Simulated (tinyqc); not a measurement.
Barrier and mass from two temperatures.

Inverse problem. The saturation current of a Schottky diode is J0 = A* T^2 exp(-q phi/(kB T)) with a fixed barrier and A* = 4 pi q me m0 kB^2/h^3 (times 1e-4 for A/(cm^2 K^2)). Find phi, A* and me.

Constants: q = 1.602176634e-19 C, kB = 1.380649e-23 J/K, h = 6.62607015e-34 J s, m0 = 9.1093837015e-31 kg. Results are converted to the units shown.

J0 at 280 and 400 K (A/cm^2): [6.3697656e-5, 0.13733913]

Solution. The slope of ln(J0/T^2) against q/(kB T) is -phi and the intercept is ln A*.

phi = 0.5600 eV
A* = 9.758 A/(cm^2 K^2)
me = 0.08120 m0

Computed by the program tinyqc: `OMP_NUM_THREADS=1 python tinyqc.py 2640035 2640036 out.jsonl`, one thread of a shared Intel Xeon 2.30GHz, about 0.01 s for the whole run.
